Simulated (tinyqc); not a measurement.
# Worked calculation: lossy on-chip transmission line with skin effect

Computed by the program tinyqc: `OMP_NUM_THREADS=1 python tinyqc.py 2810207 2810208 out.jsonl`, one thread of a shared Intel Xeon 2.30GHz, about 0.01 s for the whole run. Printed values are rounded.

A uniform line in a homogeneous dielectric: c = sqrt(er)/(c0 Z0), l = Z0 sqrt(er)/c0 (c0 = 299792458 m/s), g = w c td, w = 2 pi f. The resistance joins its limits as r = sqrt(r_dc^2 + r_hf^2), with r_dc = rho/(wd th), r_hf = kr rho/(2 delta (wd + th)), delta = sqrt(rho/(pi f mu0)), mu0 = 4 pi 1e-7 H/m; this is an interpolation, and internal inductance, up to 0.05 nH/mm at low frequency, is neglected.

Parameters, values chosen for the exercise:
```
symbol  value     unit                                  meaning
wd        5.6       um                       width of the strip
th        1.6       um                   thickness of the strip
rho       2.2  uohm cm                              resistivity
er        2.7                             relative permittivity
td       0.01                                      loss tangent
Z0         45      ohm             lossless impedance sqrt(l/c)
kr          2           factor for crowding and the return path
len       1.1       mm                                   length
Rg         50      ohm                        source resistance
RL       1000      ohm                          load resistance
CL        100       fF                         load capacitance
f        0.33      GHz                                frequency
```

## Line constants

delta, r_dc, r_hf, r, l, c and g as defined.

delta = 4.10936 um
r_dc = 2.45536 ohm/mm
r_hf = 0.743559 ohm/mm
r = 2.56547 ohm/mm
l = 0.246646 nH/mm
c = 121.800 pF/m
g = 0.00252547 S/m

r is 1.04 times r_dc; the skin depth is 2.57 of the thickness.

## Propagation constant and impedance

gamma = sqrt((r + i w l)(g + i w c)) = alpha + i beta, Zc = sqrt((r + i w l)/(g + i w c)), roots with positive real part; loss 8.685889638 alpha in dB; phase velocity w/beta.

gamma len = 0.0180415+0.0217700i
Zc = 79.0067-64.1536i ohm
loss = 0.142460 dB/mm
phase velocity over c0 = 0.349468
r/(w l) = 5.01649

r exceeds w l, so the line behaves mainly as an RC line at this frequency.

## Reflection, input impedance and transfer

ZL = 1/(1/RL + i w CL); reflection (ZL - Zc)/(ZL + Zc); Zin = Zc (ZL + Zc tanh(gamma len))/(Zc + ZL tanh(gamma len)); H = V_load/V_source = [Zin/(Zin + Rg)]/[cosh(gamma len) + (Zc/ZL) sinh(gamma len)].

ZL = 958.780-198.798i ohm
reflection at the load = 0.827489+0.079925i
Zin = 810.675-391.045i ohm
H = 0.949313-0.023280i
|H| = -0.449200 dB
